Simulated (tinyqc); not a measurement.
From one set of inputs to another, one input at a time: classical nucleation, growth and JMAK kinetics of crystallisation from a melt or glass. Computed by tinyqc, a small Python program. Command: `OMP_NUM_THREADS=1 python tinyqc.py 3017059 3017060 out.jsonl nucl ladder`. One thread of a shared host (Intel(R) Xeon(R) Processor @ 2.30GHz), about 0.01 s of CPU time with the checks.

A spherical nucleus with a sharp interface of isotropic energy gamma; lambda = Omega^(1/3) is the jump distance.

The inputs printed are set A. Inputs not listed in the table keep their values of set A, so the rows need not describe a real material.

Inputs (values chosen for the exercise, for a model substance): melting point T_m = 1190 K; heat of melting per volume H = 2770 J/cm^3; interface energy gamma = 0.241 J/m^2; atomic volume Omega = 15.7 angstrom^3; temperature T = 936 K; diffusion prefactor D0 = 2.3e-05 m^2/s; activation energy Q = 1.95 eV.

Nucleation: homogeneous. Driving force: Thompson-Spaepen.

Constants: e = 1.602176634e-19 C; k_B = 1.380649e-23 J/K; k_B = 8.617333262e-05 eV/K.

Method:
- Driving force per volume: dG = H [(T_m - T)/T_m] [2 T/(T_m + T)].
- Shape factor f = 1.
- W(r) = f [4 pi r^2 gamma - (4/3) pi r^3 dG]; r* = 2 gamma/dG; W* = f 16 pi gamma^3/(3 dG^2); n* = f (4/3) pi r*^3/Omega.
- Growth (Wilson-Frenkel): u = (D/lambda) [1 - exp(-dG Omega/(k_B T))].
- D = D0 exp(-Q/(k_B T)).

Each row keeps all changes above it:
```
input moved                               from       to  critical radius r* (nm)  barrier W* (eV)  growth velocity u (m/s)
set A                                        -        -                  0.92584           5.4010               1.3629e-06
atomic volume Omega (angstrom^3)          15.7     13.5                  0.92584           5.4010               1.2827e-06
temperature T (K)                          936      827                  0.69563           3.0490               7.0656e-08
melting point T_m (K)                     1190     1040                  0.95902           5.7950               5.6604e-08
interface energy gamma (J/m^2)           0.241    0.123                  0.48946           0.7704               5.6604e-08
heat of melting per volume H (J/cm^3)     2770     1420                  0.95479           2.9316               3.3178e-08
diffusion prefactor D0 (m^2/s)         2.3e-05  3.7e-06                  0.95479           2.9316               5.3374e-09
activation energy Q (eV)                  1.95    0.727                  0.95479           2.9316               1.5148e-01
```

Where does the difference come from?

Critical radius r* goes from 0.926 to 0.955, a factor 1.03 in all. The largest single move comes from interface energy gamma (a factor 0.510), but it runs against the net change; the largest move in the direction of the net change is heat of melting per volume H (a factor 1.95). Barrier W* goes from 5.40 to 2.93, a factor 0.543 in all. The largest single move comes from interface energy gamma (a factor 0.133), and heat of melting per volume H works against it (a factor 3.81). Growth velocity u goes from 1.36e-6 to 0.151, a factor 111000 in all. The largest single move comes from activation energy Q (a factor 2.84e7), and temperature T works against it (a factor 0.0551). The single moves hold for this order of the switches; the total does not depend on the order.

Extremes, crossings and ranges named in words are read from the listed rows.
